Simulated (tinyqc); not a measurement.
Film and buried-oxide thickness from two coupling ratios.

Inverse problem. In a depleted film -dVT/dVb is k1 = Cs Cbox/(Cox (Cs + Cbox)) for a front channel and k2 = Cbox (Cox + Cs)/(Cox Cs) for a back channel, with Cox = eps0 eox/tox, Cs = eps0 eps_r/ts, Cbox = 3.9 eps0/tb. Find ts and tb.

Inputs (values chosen for the exercise); band and dielectric values close to those of silicon:
```
symbol,value,unit,meaning
eps_r,11.8,,relative permittivity
eox,3.9,,relative permittivity of the gate insulator (close to silicon dioxide)
tox,2.4,nm,insulator thickness
```

coupling ratios for a front and a back channel: 0.11824635  0.41853814

Solution. With y = Cox/Cs and z = Cox/Cbox, 1/k1 = y + z and k2 = (1 + y)/z, so y = (k2/k1 - 1)/(1 + k2); the thicknesses follow from y and z.

ts = 13.0 nm
tb = 16.0 nm

Computed by the program tinyqc: `OMP_NUM_THREADS=1 python tinyqc.py 2190096 2190097 out.jsonl`, one thread of a shared Intel Xeon 2.30GHz, about 0.4 s for the whole run.
